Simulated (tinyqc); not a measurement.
Worked calculation: shallow donor in an anisotropic valley (effective-mass theory). Values are carried at full precision from step to step, so a last printed digit may differ when a step is redone from the rounded ones.

Constants: Ry = 13.60569312 eV; a0 (Bohr radius) = 0.5291772105 angstrom; hbar^2/2m0 = 3.80998211 eV angstrom^2; e^2/(4 pi eps0) = 14.39964547 eV angstrom.

Values chosen for the exercise (near those of 3C SiC; shifted at random, so the results belong to these values and not to a real crystal):
- ml = 0.669 m0 (longitudinal mass)
- mt = 0.253 m0 (transverse mass)
- eps = 9.7 (dielectric constant)
- a = 17.9 angstrom (trial radius across the axis)
- b = 13.2 angstrom (trial radius along the axis)

## Hydrogen-like estimates

Ry* = Ry m/eps^2 and a* = a0 eps/m for four choices of one mass: mt, the conductivity mass 3/(1/ml + 2/mt), the density-of-states mass (ml mt^2)^(1/3), and ml.

Estimates:
```
mass               m (m0)  Ry* (meV)  a* (angstrom)
mt                 0.2530      36.58          20.29
conductivity       0.3192      46.15          16.08
density of states  0.3499      50.59          14.67
ml                 0.6690      96.74           7.67
```

## Energy of one trial function

One valley: H = -c [(d2/dx2 + d2/dy2)/mt + (d2/dz2)/ml] - q/(eps r), c = hbar^2/2m0, q = e^2/(4 pi eps0). Trial function exp(-sqrt((x^2 + y^2)/a^2 + z^2/b^2)) with a > b: T = (c/3)(2/(mt a^2) + 1/(ml b^2)), V = -(q/eps) atan(u/b)/u, u = sqrt(a^2 - b^2). The central cell of the impurity is left out.

Evaluate T, V and E. Scaling both radii by f changes T to T/f^2 and V to V/f, so the best factor is f = -2T/V, with energy -V^2/(4T).

T = 42.228 meV
V = -91.051 meV
E = -48.823 meV
best scale factor = 0.9276
energy after scaling = -49.080 meV

The virial ratio -V/T is 2.156; it is 2 at the best scale. Scaling gains 0.257 meV.

## Scan over the shape

For each ratio b/a = 0.2, 0.3, ..., 0.9 the best scale follows from a = -2 T1/V1, with T1 and V1 taken at a = 1 angstrom.

Scan:
```
b/a  a (angstrom)  b (angstrom)  E (meV)
0.2         55.42         11.08  -18.718
0.3         31.60          9.48  -31.174
0.4         23.33          9.33  -40.241
0.5         19.65          9.82  -45.685
0.6         17.80         10.68  -48.340
0.7         16.83         11.78  -49.120
0.8         16.34         13.07  -48.726
0.9         16.12         14.51  -47.634
```

The best listed ratio is 0.7; (mt/ml)^(1/2) = 0.61 and (mt/ml)^(1/3) = 0.72 are common guesses.

## The minimum

Minimise over a and b. The Mott estimate n_c = (0.25/a_m)^3 uses a_m = (a^2 b)^(1/3); 1/angstrom^3 = 1e24/cm^3.

a = 16.77 angstrom
b = 11.88 angstrom
E = -49.124 meV
a_m = 14.95 angstrom
n_c = 4.67 x 1e18/cm^3

b/a = 0.709. The binding energy is 1.343 times Ry*(mt). The central cell of a real donor shrinks the orbit and raises n_c.

## Checks

- Energy from 21 anisotropic Gaussians against the two-parameter function, meV: -49.14 against -49.12.

(tinyqc, `OMP_NUM_THREADS=1 python tinyqc.py 1280759 1280760 out.jsonl`, Intel(R) Xeon(R) Processor @ 2.30GHz, 1 thread, shared host, about 0.01 s.)
